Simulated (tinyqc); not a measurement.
Ballistic conductance of a hard-wall wire of rectangular section by counting modes: one step of the calculation.

Subband edges E_(a,b) = (C pi^2/m) [(a/W)^2 + (b/Hh)^2], a, b = 1, 2, ...; C = hbar^2/(2 m0). Every mode transmits fully; spin gives the factor 2 in 2 q^2/h, valleys the factor gv.

Question. Conductance and ballistic resistance. G = (2 q^2/h) gv M; at zero temperature M counts the edges below Ef, at T it is the sum of degeneracy times f. The smooth (Sharvin) count is kF^2 A/(4 pi), kF = sqrt(m Ef/C), A = W Hh, perimeter p = 2 (W + Hh), and with the boundary term kF^2 A/(4 pi) - kF p/(4 pi). The sum runs over the edges listed.

Inputs (values chosen for the exercise): temperature T = 77 K; mass m = 0.022 m0; valleys gv = 1; Fermi energy above the bulk band edge Ef = 0.388 eV; width W = 24 nm; height Hh = 11 nm.

Constants: q = 1.602176634e-19 C, hbar = 1.054571817e-34 J s, h = 6.62607015e-34 J s, m0 = 9.1093837015e-31 kg, hbar^2/(2 m0) = 0.0380998212 eV nm^2. Results are converted to the units shown.

```
mode   edge (eV)  degeneracy          f
1,1   0.17093261           1  1.0000000
2,1   0.25995490           1  1.0000000
3,1   0.40832539           1  0.0446510
```

Wanted: M at zero temperature; M at T; G; resistance 1/G; smooth count.

Answer.

M at zero temperature = 2
M at T = 2.0447
G = 158.42 uS
resistance 1/G = 6.3123 kohm
smooth count = 4.7068

The smooth count is 2.30 times M at T. With the boundary term it is 2.07.

tinyqc, about 0.3 s, one thread, Intel Xeon 2.30GHz (shared host): `OMP_NUM_THREADS=1 python tinyqc.py 2740014 2740015 out.jsonl`
